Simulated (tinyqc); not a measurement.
Switching kinetics of a ferroelectric film and the memory window of a ferroelectric gate stack: one step, computed by the program tinyqc.

Fields in MV/cm; 1 microcoulomb/cm^2 over eps_0 is 11.29409 MV/cm. In the stack (metal, ferroelectric, interlayer, channel) the channel is taken as a conductor.

Question. The hysteresis loop. Saturated branches: P(E) = P_s tanh[(E -/+ E_c)/(2 delta)], delta = E_c/ln[(1 + P_r/P_s)/(1 - P_r/P_s)]; D = P + eps_0 eps_F E.

Inputs (values chosen for the exercise, for a model film):

| quantity | value | unit |
|---|---|---|
| saturation polarisation P_s | 22 | microcoulomb/cm^2 |
| ratio P_r/P_s | 0.87 | - |
| coercive field E_c | 0.61 | MV/cm |
| permittivity of the ferroelectric eps_F | 34 | - |

Give: delta; P on both branches (microcoulomb/cm^2) at E/E_c = -3, -2, -1, -0.5, 0, 0.5, 1, 1.5, 2, 3; peak differential permittivity eps_F + P_s/(2 delta eps_0).

Answer.

delta = 0.2288 MV/cm

P on both branches (microcoulomb/cm^2) at E/E_c = -3, -2, -1, -0.5, 0, 0.5, 1, 1.5, 2, 3:

| E (MV/cm) | rising branch | falling branch |
|---|---|---|
| -1.830 | -22.00 | -21.79 |
| -1.220 | -21.99 | -19.14 |
| -0.610 | -21.79 | 0.00 |
| -0.305 | -21.21 | 12.82 |
| 0.000 | -19.14 | 19.14 |
| 0.305 | -12.82 | 21.21 |
| 0.610 | 0.00 | 21.79 |
| 0.915 | 12.82 | 21.94 |
| 1.220 | 19.14 | 21.99 |
| 1.830 | 21.79 | 22.00 |

peak differential permittivity eps_F + P_s/(2 delta eps_0) = 577.0
